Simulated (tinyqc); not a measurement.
# Ballistic conductance of a hard-wall strip of a two-dimensional electron gas by counting modes: conductance against size

Subband edges E_n = C (n pi/W)^2/m, n = 1, 2, ...; C = hbar^2/(2 m0). Every mode transmits fully; spin gives the factor 2 in 2 q^2/h, valleys the factor gv.

G = (2 q^2/h) gv M; at zero temperature M counts the edges below Ef, at T it is the sum of degeneracy times f. The smooth (Sharvin) count is kF W/pi, kF = sqrt(m Ef/C), and with the boundary term kF W/pi - 1/2. f = 1/(1 + exp((E_n - Ef)/Vt)).

Values chosen for this exercise: temperature T = 300 K; mass m = 0.44 m0; valleys gv = 1; Fermi energy above the 2D band edge Ef = 0.127 eV.

Constants: q = 1.602176634e-19 C, kB = 1.380649e-23 J/K, hbar = 1.054571817e-34 J s, h = 6.62607015e-34 J s, m0 = 9.1093837015e-31 kg, Vt = kB T/q, hbar^2/(2 m0) = 0.0380998212 eV nm^2. Results are converted to the units shown.

Conductance against size:
```
W (nm),M at T = 0,M at T,smooth count,with boundary term,G (uS)
2.8,1,0.6673,1.079,0.5794,51.70
4.2,1,1.024,1.619,1.119,79.38
5.5,2,1.618,2.120,1.620,125.4
6.8,2,2.052,2.621,2.121,159.0
8.2,3,2.608,3.161,2.661,202.1
9.5,3,3.087,3.662,3.162,239.1
10.9,4,3.620,4.202,3.702,280.5
12.2,4,4.109,4.703,4.203,318.4
13.5,5,4.601,5.204,4.704,356.5
14.9,5,5.129,5.744,5.244,397.4
16.2,6,5.620,6.245,5.745,435.4
```

What does the table show?

The integer count climbs from 1 to 6 in steps, and G from 51.7 to 435 uS. In the last row M at T is 10 % below the smooth count and 2.2 % below the count with the boundary term: hard walls push the wave away from the edge and cost modes. The largest gap between M at T and the integer count is 0.40.

Numbers from tinyqc (`OMP_NUM_THREADS=1 python tinyqc.py 2740110 2740111 out.jsonl`; about 0.07 s on one thread of a shared Intel Xeon 2.30GHz).
